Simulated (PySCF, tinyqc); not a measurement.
CCSD on RHF in the sto-6g basis, frozen core, for Li-, spin multiplicity 1, step by step. The basis has no diffuse functions, so it cannot describe the extra electron: this is an exercise in the method, not the real anion. The lowest restricted solution is unstable here: a spin-polarised one lies 0.0049 hartree lower (PySCF). One step of it, computed by the program tinyqc.

Question. CCSD: starting amplitudes. t_ij^ab = <ij||ab> / (e_i + e_j - e_a - e_b), whose energy is MP2.

orbital energies (hartree): MO1 -1.998595, MO2 0.104685, MO3 0.415565, MO4 0.415565, MO5 0.415565

Two-electron integrals over orbitals (pq|rs), unique and non-zero (hartree); the lowest 1 orbital is frozen and left out:
```
(22|22) 0.283384   (32|32) 0.060815   (33|22) 0.286264   (33|33) 0.313125
(42|42) 0.060815   (43|43) 0.016875   (44|22) 0.286264   (44|33) 0.279374
(44|44) 0.313125   (52|52) 0.060815   (53|53) 0.016875   (54|54) 0.016875
(55|22) 0.286264   (55|33) 0.279374   (55|44) 0.279374   (55|55) 0.313125
```

Give: Starting amplitudes; correlation energy.

Answer.

Starting amplitudes (spin orbitals 1a, 1b, ...; amplitudes related by a flip of all spins are not repeated):
```
from      to        t
2a 2b  3a 3b  -0.0978
2a 2b  4a 4b  -0.0978
2a 2b  5a 5b  -0.0978
```

correlation energy = -0.017845 hartree
